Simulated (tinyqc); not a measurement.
Anneal temperature: kinetics of strain relaxation and threading dislocations in mismatched semiconductor layers. Computed by tinyqc, a small Python program. Command: `OMP_NUM_THREADS=1 python tinyqc.py 3028585 3028586 out.jsonl threading walk`. One thread of a shared host (Intel(R) Xeon(R) Processor @ 2.30GHz), about 0.01 s of CPU time with the checks.

60-degree dislocations on {111} planes of a (001) layer, isotropic elasticity. The Schmid factor is 1/sqrt(6), and a misfit segment relieves strain with b/2.

Inputs (values chosen for the exercise, modelled on Ge on Si):
```
quantity                        value         unit
misfit f                       0.0413            -
shear modulus G                  54.4          GPa
Poisson ratio nu                 0.26            -
Burgers vector b                    4     angstrom
glide activation energy Q        1.64           eV
velocity prefactor v0           26000  m/s per MPa
layer thickness h                  22           nm
anneal temperature T              662            K
anneal time t                      24            s
initial thread density rho_0   210000       1/cm^2
multiplication constant delta   40000          1/m
```

Sources: multiplication.

Constants: k_B = 8.617333262e-05 eV/K.

Method:
- Excess resolved stress tau = (1/sqrt 6) [2 G (1 + nu)/(1 - nu)] (e - e_eq), e_eq = b (1 - nu/4) [ln(h/b) + 1]/(4 pi (1 + nu) h), the Matthews-Blakeslee strain of an uncapped layer; glide velocity v = v0 tau exp(-Q/(k_B T)), tau in MPa.
- Threads run in two directions, so de/dt = -(b/4) rho v, and they multiply as d rho/dt = delta rho v. With x = e - e_eq, x0 = f - e_eq (fully strained at t = 0) and v = m S x (m the mobility, S x = tau): rho = rho_0 + (4 delta/b)(x0 - x), so dx/dt = -k x (a - x), k = delta m S, a = x0 + b rho_0/(4 delta): a logistic law, x = a/[1 + (a/x0 - 1) exp(k a t)].
- The half time is that at which x = x0/2.

half time = 9.55214 s

excess stress tau = 2716.90 MPa

equilibrium strain e_eq = 0.00537619

After the time t:
```
T (K)  first velocity (micrometre/s)  relieved (%)  threads (1/cm^2)  half time (s)
555                       9.0517e-02    1.3267e-03        2.2906e+05     2.4387e+03
575                       2.9835e-01    4.8466e-03        2.7964e+05     7.3990e+02
599                       1.1237e+00    2.8362e-02        6.1754e+05     1.9644e+02
619                       3.1368e+00    2.8156e-01        4.2558e+06     7.0374e+01
641                       9.0108e+00    4.5522e+01        6.5434e+08     2.4498e+01
657                       1.8569e+01    9.9988e+01        1.4370e+09     1.1888e+01
678                       4.5544e+01    1.0000e+02        1.4372e+09     4.8469e+00
713                       1.8066e+02    1.0000e+02        1.4372e+09     1.2219e+00
```

What does the comparison show, and why?

The half time follows exp(Q/(k_B T)), a decade for each 50 K near 641 K. Relief goes from 0.28 % at 619 K to 100.0 % at 657 K: with multiplication the onset is abrupt, after an incubation in which threads breed, and the final density is set by delta, not by rho_0. Caution: at stresses above about 1 GPa the linear velocity law understates glide, as stress lowers the kink barrier. Caution: at such misfit the layer islands and relaxes during the first nanometres, so a uniform strained start is an idealisation. Caution: rows with more than 50 % relieved leave out blocking by crossing misfit lines, which slows real layers.

Extremes, crossings and ranges named in words are read from the listed rows.
